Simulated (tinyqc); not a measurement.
Monte Carlo simulation of one carrier in a uniform electric field: one step, computed by the program tinyqc. Command: `OMP_NUM_THREADS=1 python tinyqc.py 3007391 3007392 out.jsonl mcfl walk`. One thread of a shared host (Intel(R) Xeon(R) Processor @ 2.30GHz), about 1 s of CPU time with the checks.

The force e F acts along +z. Flights end at the constant total rate Gamma; the part of Gamma that the real rates do not fill is self-scattering, which leaves k unchanged. One valley, no impurities; equivalent final valleys enter only through Z_f in the optical rate.

Problem. Scattering event 1. Kane band: hbar^2 k^2/(2 m) = E (1 + alpha E), speed v = hbar k/(m (1 + 2 alpha E)), states per spin, volume and energy g(E) = m k (1 + 2 alpha E)/(2 pi^2 hbar^2); overlap factors are set to 1. Masses are multiplied by m_0 and all formulas are in SI units. Phonon occupation N_q = 1/(exp(hbar w/(k_B T)) - 1). Acoustic deformation potential (elastic, equipartition, absorption and emission together): 1/tau = 2 pi k_B T D_A^2 g(E)/(hbar rho v_l^2). Optical or intervalley deformation potential: 1/tau = (pi Z_f D_o^2/(rho w)) [N_q g(E + hbar w) + (N_q + 1) g(E - hbar w)], with g = 0 below the band edge. Choice: with cumulative rates in the order acoustic, absorption, emission, the process is the first whose sum exceeds r2 Gamma; if none, self-scattering. Final state: E' = E, E + hbar w or E - hbar w gives k'. Isotropic processes: cos(theta) = 1 - 2 r3 from the z axis, phi = 2 pi r4, k' (sin theta cos phi, sin theta sin phi, cos theta). Use row 1 of the random numbers.

Inputs (values chosen for the exercise, for a model non-polar semiconductor): effective mass m = 0.223 m_0; non-parabolicity alpha = 0.49 1/eV; density rho = 4770 kg/m^3; sound velocity v_l = 4500 m/s; acoustic deformation potential D_A = 9.7 eV; phonon energy hbar w = 34.8 meV; optical or intervalley deformation potential D_o = 9 1e8 eV/cm; final valleys Z_f = 3; lattice temperature T = 300 K.

Crystal: non-polar. Band: Kane.

k at the end of the flight (1/nm): [-0.1200000, -0.0830000, 0.3344093]

Random numbers (0.02 to 0.98, from up to 60 sets tried for early real events), one row a flight, columns r1, r2, r3, r4:
```
[[0.0697, 0.0788, 0.6587, 0.1836],
 [0.1156, 0.0285, 0.4887, 0.0229],
 [0.6767, 0.9564, 0.3878, 0.3747],
 [0.4763, 0.2259, 0.4064, 0.1487],
 [0.1863, 0.1505, 0.1952, 0.4611],
 [0.3468, 0.5490, 0.8177, 0.0469],
 [0.9438, 0.1264, 0.7266, 0.2453]]
```

Gamma = 62.32311 1e12/s

Constants: hbar = 1.054571817e-34 J s; m_0 = 9.1093837015e-31 kg; e = 1.602176634e-19 C; k_B = 1.380649e-23 J/K; hbar = 6.582119569e-16 eV s; k_B = 8.617333262e-05 eV/K.

Give: cumulative rates; r2 Gamma; process chosen; k after event 1, the start of the next flight.

Solution.

cumulative rates (1e12/s): acoustic 2.1293, absorption 3.6980, emission 3.6980

r2 Gamma = 4.9111 1e12/s

Process chosen: self-scattering

k after event 1, the start of the next flight (1/nm): [-0.12000, -0.08300, 0.33441]
